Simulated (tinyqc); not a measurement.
Pair-potential crystal by lattice sums: one step, computed by the program tinyqc. Command: `OMP_NUM_THREADS=1 python tinyqc.py 3024029 3024030 out.jsonl pairsum walk`. One thread of a shared host (Intel(R) Xeon(R) Processor @ 2.30GHz), about 0.02 s of CPU time with the checks.

Energy per atom E = (1/2) sum over neighbours of phi(r); d is the nearest-neighbour distance.

Question. Energy and virial pressure. E = (1/2) sum count x phi; P = -(1/(6 Omega)) sum count x r phi', Omega = 1.000000 d^3.

Inputs (values chosen for the exercise, for model atoms): pair minimum r0 = 2.98 angstrom; trial neighbour distance d/r0 = 0.925.

Potential: Morse. Structure: sc.

Shells:
```
shell  count  r (angstrom)    phi (eV)  phi' (eV/angstrom)  phi'' (eV/angstrom^2)
1          6      2.756500  -0.2104607           -1.134946               8.585147
2         12      3.898280  -0.0890821            0.167981              -0.276330
3          8      4.774398  -0.0149399            0.032605              -0.065380
4          6      5.513000  -0.0025494            0.006918              -0.015430
5         24      6.163721  -0.0002626            0.001296              -0.004200
```

Constants: 1 eV/angstrom^3 = 160.2176634 GPa.

Give: energy at the trial distance; pressure at the trial distance.

Answer.

energy at the trial distance = -1.236 eV/atom

pressure at the trial distance = 11.79 GPa

The pressure is positive, so the lattice wants to expand.
